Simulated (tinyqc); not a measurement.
# Off-state leakage of single and stacked transistors: two studies

n-channel devices of unit width. Subthreshold current I(Vg, Vs, Vd) = I0 (T/300 K)^0.5 exp[(Vg - Vs - VT(T) - gb (Vs - Vb) + dd (Vd - Vs))/(nf Vt)] (1 - exp(-(Vd - Vs)/Vt)), VT(T) = VT - cT (T - 300 K). Gate-edge tunnelling Ig (Vd/1 V) exp(ag (Vd - 1 V)), for a gate at 0 V, and band-to-band leakage Ab u exp(-Bb/u), u = Vd - Vb + 1 V, flow at a drain held at V; both are taken as independent of T. In a stack of off transistors (all gates at 0 V) the same subthreshold current passes through each.

Inputs (values chosen for the exercise); values of the order met in bulk silicon logic transistors:
```
symbol   value       unit                                             meaning
T          330          K                                         temperature
V            1          V                                      supply voltage
VT        0.36          V        threshold at 300 K, zero drain and body bias
cT         0.6       mV/K              fall of the threshold with temperature
I0        0.66      uA/um                       current at threshold at 300 K
nf        1.47                                                   slope factor
dd        0.12                                drain-induced lowering per volt
gb        0.11             rise of the threshold per volt of source-body bias
Ig      0.0001      uA/um                 gate-edge tunnelling current at 1 V
ag         3.6        1/V               exponential slope of the gate current
Ab           6  uA/(um V)      prefactor of band-to-band leakage at the drain
Bb          20          V                             its exponential voltage
Vb           0          V                                        body voltage
```

Constants: q = 1.602176634e-19 C, kB = 1.380649e-23 J/K, Vt = kB T/q. Results are converted to the units shown.

Each table varies one quantity; the others keep the values above.

## Subthreshold current against the height of the stack

All n gates at 0 V, bottom source at 0 V, top drain at V; node voltages follow from equal currents.

Subthreshold current against the height of the stack:
```
n,I (nA/um),reduction factor,drain voltage of the bottom device (mV),source voltage of the top device (mV),voltage across the top device (V)
1,3.419,1.000,1000,0,1.000
2,0.2405,14.22,90.21,90.21,0.9098
3,0.1222,27.98,25.14,113.2,0.8868
4,0.08216,41.61,14.84,126.7,0.8733
5,0.06197,55.16,10.57,136.3,0.8637
6,0.04978,68.67,8.219,143.7,0.8563
```

What does the table show?

The second transistor cuts the current by a factor of 14.2, the third by a further 1.97 and the sixth by 1.24. The top device keeps 85.6 % of the supply at n = 6, while the drain voltage of the bottom one falls to 0.289 Vt.

## Leakage components against the body voltage

Same model as above.

One transistor with Vg = Vs = 0, Vd = V; stack factor I(one)/I(two in series).

The same in every row: gate edge (nA/um) = 0.1000; stack factor = 14.22.

Leakage components against the body voltage:
```
Vb (V),subthreshold (nA/um),band-to-band (nA/um),total (nA/um),largest part
0.2,5.786,0.1614,6.048,subthreshold
0,3.419,0.5448,4.063,subthreshold
-0.2,2.020,1.487,3.607,subthreshold
-0.4,1.193,3.461,4.755,band-to-band
-0.6,0.7050,7.119,7.924,band-to-band
-0.8,0.4165,13.28,13.80,band-to-band
-1,0.2461,22.91,23.25,band-to-band
-1.2,0.1454,37.06,37.31,band-to-band
-1.4,0.08589,56.88,57.07,band-to-band
```

Read the table: what changes, and by how much?

As Vb goes from 0.2 to -1.4, the total leakage goes from 6.05 through a minimum of 3.61 (at Vb = -0.2 among the rows listed) to 57.1 nA/um. The subthreshold part leads at Vb = 0.2, the band-to-band part from -0.4 on. The exact minimum lies at Vb = -0.161 V: reverse body bias lowers the subthreshold part by a decade every nf Vt ln 10/gb = 0.875 V but raises the band-to-band part. The reduction by a stack of two stays at 14.2, for the subthreshold part alone. For Vb = 0.2 the body is forward biased; the junction current, left out, is still small at this voltage.

Numbers from tinyqc (`OMP_NUM_THREADS=1 python tinyqc.py 2242053 2242054 out.jsonl`; about 0.03 s on one thread of a shared Intel Xeon 2.30GHz).
